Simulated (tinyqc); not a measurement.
Worked calculation: RHF in the 6-31g basis, for H2, spin multiplicity 1. One step of it, computed by the program tinyqc.

Task: Orthogonalisation. S = U s U^T; symmetric (Loewdin) form X = U s^(-1/2) U^T, so that X^T S X = 1.

overlap S:
```
          1H 1s     1H 2s     2H 1s     2H 2s
1H 1s  1.000000  0.658292  0.419191  0.494381
1H 2s  0.658292  1.000000  0.494381  0.838913
2H 1s  0.419191  0.494381  1.000000  0.658292
2H 2s  0.494381  0.838913  0.658292  1.000000
```

Give: eigenvalues of S; X.

Result:

eigenvalues of S: 0.1047  0.4574  0.6372  2.8007

X:
```
         1H 1s    1H 2s    2H 1s    2H 2s
1H 1s   1.2822  -0.4996  -0.1653   0.0662
1H 2s  -0.4996   1.9277   0.0662  -0.9686
2H 1s  -0.1653   0.0662   1.2822  -0.4996
2H 2s   0.0662  -0.9686  -0.4996   1.9277
```
